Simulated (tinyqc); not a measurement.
Ways to converge the cycle: SCF convergence aids in the sto-6g basis, for Li, spin multiplicity 2. Computed by the program tinyqc with PySCF. Command: `OMP_NUM_THREADS=1 python tinyqc.py 113011 113012 out.jsonl`; one thread of a shared host (Intel(R) Xeon(R) Processor @ 2.60GHz), about 0.7 s.

Geometry (angstrom):
```
atom,x,y,z
Li,0.0000,0.0000,0.0000
```

lowest solution found by these runs and by PySCF with stability checks = -7.399931 hartree

UHF with one setting changed at a time; a run stops when the energy changes by less than 1e-09 hartree and the error matrix is below 1e-5. The start is the core Hamiltonian. Damping d keeps d of the old density; a shift (hartree) raises the virtual levels; DIIS n extrapolates F over n matrices.

Largest element of the error matrix X^T (FDS - SDF) X:
```
iteration,plain,damping 0.3,damping 0.6,shift 0.4,DIIS 3,DIIS 8
1,1.2e-01,1.2e-01,1.2e-01,1.2e-01,1.2e-01,1.2e-01
2,1.8e-02,4.8e-02,7.9e-02,3.2e-02,1.8e-02,1.8e-02
3,2.7e-03,2.0e-02,5.2e-02,8.6e-03,5.7e-16,5.7e-16
4,4.1e-04,7.9e-03,3.4e-02,2.3e-03,4.5e-16,4.5e-16
5,6.2e-05,3.2e-03,2.3e-02,6.2e-04,-,-
6,9.3e-06,1.3e-03,1.5e-02,1.7e-04,-,-
8,-,2.1e-04,6.5e-03,1.2e-05,-,-
10,-,3.5e-05,2.8e-03,-,-,-
14,-,9.6e-07,5.4e-04,-,-,-
20,-,-,4.5e-05,-,-,-
30,-,-,7.1e-07,-,-,-
```

How each run ends:
```
run,iterations,E (hartree),state
plain,7,-7.39993,lowest found
damping 0.3,15,-7.39993,lowest found
damping 0.6,32,-7.39993,lowest found
shift 0.4,9,-7.39993,lowest found
DIIS 3,4,-7.39993,lowest found
DIIS 8,4,-7.39993,lowest found
```

6 of 6 runs reach the lowest solution found, in 4 to 32 iterations (fastest: DIIS 3, DIIS 8). Plain steps already contract here, so damping only slows them. DIIS 3 and DIIS 8 gain by cancelling the error over several earlier matrices, much as a quasi-Newton step does.
